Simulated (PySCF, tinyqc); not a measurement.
Worked calculation: RHF in the sto-3g basis, for H6, spin multiplicity 1. This run ends on a higher stationary point, not on the lowest solution. The lowest restricted solution is unstable here: a spin-polarised one lies 0.1475 hartree lower (PySCF). Computed by tinyqc, a small Python program that keeps every step (integrals from PySCF). Settings: charge = 0, multiplicity = 1, basis = sto-3g, energy threshold = 1e-08, iteration cap = 56, orthogonalisation = symmetric, start = random, DIIS depth = 0, damping = 0.5, shift = 1.0, method = RHF. Command: `OMP_NUM_THREADS=1 python tinyqc.py 20674 20675 out.jsonl` (the two numbers bound the seeds that draw the settings). One thread of a shared host (Intel(R) Xeon(R) Processor @ 2.60GHz), about 0.1 s of CPU time with the checks.

Geometry (angstrom):
```
atom       x       y       z
H     0.0000  0.0000  0.0000
H     0.0000  0.0000  1.4990
H     0.0000  0.0000  3.2710
H     0.0000  0.0000  4.7710
H     0.0000  0.0000  6.5430
H     0.0000  0.0000  8.0420
```

Stop when the energy changes by less than 1e-08 hartree and every element of the error matrix X^T (F D S - S D F) X is below 3e-05.

Course of the cycle:
```
iteration  E (hartree)     change  largest element of the error matrix
1            -1.926747          -                             3.40e-01
2            -2.007489  -8.07e-02                             2.96e-01
3            -2.071777  -6.43e-02                             2.49e-01
4            -2.121181  -4.94e-02                             2.04e-01
5            -2.158529  -3.73e-02                             1.64e-01
6            -2.186705  -2.82e-02                             1.30e-01
7            -2.208127  -2.14e-02                             1.02e-01
8            -2.224637  -1.65e-02                             8.00e-02
9            -2.237572  -1.29e-02                             7.27e-02
10           -2.247879  -1.03e-02                             6.91e-02
11           -2.256226  -8.35e-03                             6.58e-02
12           -2.263085  -6.86e-03                             6.26e-02
13           -2.268792  -5.71e-03                             5.97e-02
14           -2.273595  -4.80e-03                             5.68e-02
...                ...        ...                                  ...
43           -2.308474  -2.82e-04                             1.62e-02
44           -2.308738  -2.64e-04                             1.57e-02
45           -2.308985  -2.47e-04                             1.51e-02
46           -2.309216  -2.31e-04                             1.46e-02
47           -2.309433  -2.17e-04                             1.41e-02
48           -2.309636  -2.03e-04                             1.37e-02
49           -2.309827  -1.90e-04                             1.32e-02
50           -2.310005  -1.79e-04                             1.28e-02
51           -2.310173  -1.68e-04                             1.24e-02
52           -2.310330  -1.57e-04                             1.20e-02
53           -2.310478  -1.48e-04                             1.16e-02
54           -2.310617  -1.39e-04                             1.12e-02
55           -2.310747  -1.30e-04                             1.09e-02
56           -2.310870  -1.23e-04                             1.05e-02
```

Can the last value be used, and what does the course show?

Not by the stop rule. Not converged within the cap of 56 iterations: the residual falls steadily but slowly, by a factor of about 0.97 a step. Reruns (cap 100 unless said): DIIS 8: converged in 11; level shift 0.5: converged in 82 to a higher stationary point; atomic densities as start, DIIS 8: converged in 11; the original settings with a cap of 400: converged in 267 to a higher stationary point. PySCF RHF in the same basis = -2.739294 hartree.
